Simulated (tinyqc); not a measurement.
Ion-assisted plasma etching: sheath, surface coverage, synergy and aspect-ratio dependence: one step, computed by the program tinyqc.

Radicals adsorb on bare sites; ions remove covered sites with a high yield and bare sites by sputtering; a slow spontaneous reaction acts everywhere, walls included.

Problem. Fluxes. Bohm speed u_B = sqrt(e T_e/M_i); ion flux G_i = 0.61 n_e u_B; radical flux G_n = n c/4 with c = sqrt(8 k_B T_g/(pi M_n)).

Inputs (values chosen for the exercise, close to those used for silicon dioxide in a fluorocarbon plasma):
```
quantity                    value    unit
plasma density n_e        1.9e+10  1/cm^3
electron temperature T_e      4.3      eV
ion mass M_i                   69       u
radical density n         1.2e+12  1/cm^3
radical mass M_n               50       u
gas temperature T_g           500       K
```

Feature: long trench.

Constants: e = 1.602176634e-19 C; u = 1.6605390666e-27 kg; k_B = 1.380649e-23 J/K.

Give: Bohm speed; ion flux G_i; radical speed c; radical flux G_n; flux ratio G_n/G_i.

Solution.

Bohm speed = 2.452e+05 cm/s

ion flux G_i = 2.842e+15 1/(cm^2 s)

radical speed c = 46014 cm/s

radical flux G_n = 1.380e+16 1/(cm^2 s)

flux ratio G_n/G_i = 4.857
